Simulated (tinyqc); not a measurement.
Capacitance measurement on a leaky thin oxide: effects of series resistance and leakage: two steps of the calculation.

The device is a capacitance C in parallel with a leakage conductance G, in series with Rs and Ls. An impedance meter reports either a parallel pair (Cp, Gp) from Y = 1/Z = Gp + i w Cp or a series pair (Cs, Rm) from Z = Rm + 1/(i w Cs); w = 2 pi f, dissipation D = Gp/(w |Cp|).

Parameters, values chosen for the exercise; values of the order met in thin-oxide MOS capacitors: relative permittivity of the gate insulator (close to silicon dioxide) eox = 3.9; insulator thickness tox = 0.93 nm; gate area A = 10000 um^2; oxide-equivalent thickness added by the accumulation layer zc = 0.26 nm; oxide-equivalent thickness added by gate depletion zp = 0 nm; gate leakage current density, not matched to the thickness Jg = 0.48 A/cm^2; voltage for an e-fold rise of the leakage Vs = 0.28 V; series resistance Rs = 130 ohm; series inductance Ls = 0 nH; measuring frequency f = 50000 Hz.

Constants: eps0 = 8.8541878128e-14 F/cm where lengths are in cm. Results are converted to the units shown.

Task 1. True capacitance and conductance. EOT = 3.9 tox/eox; CET = EOT + zc + zp; C = 3.9 eps0 A/CET; G = Jg A/Vs.

Find: EOT; CET; C; G.

Result 1.

EOT = 0.9300 nm
CET = 1.190 nm
C = 290.2 pF
G = 171.4 uS

Task 2. What the meter reports. Z = Rs + i w Ls + 1/(G + i w C).

C = 290.17926 pF
G = 171.42857 uS

Wanted: Z; Cp; Gp; Cs; D.

Result 2.

Z = 4677.4-2418.2i ohm
Cp = 277.63 pF
Gp = 168.70 uS
Cs = 1316.3 pF
D = 1.9342

Cp is 4.3 % below C and Cs is 4.54 times it; G Rs = 0.0223, w C Rs = 0.0119 and G/(w C) = 1.88.

Numbers from tinyqc (`OMP_NUM_THREADS=1 python tinyqc.py 2022197 2022198 out.jsonl`; about 0.01 s on one thread of a shared Intel Xeon 2.30GHz).
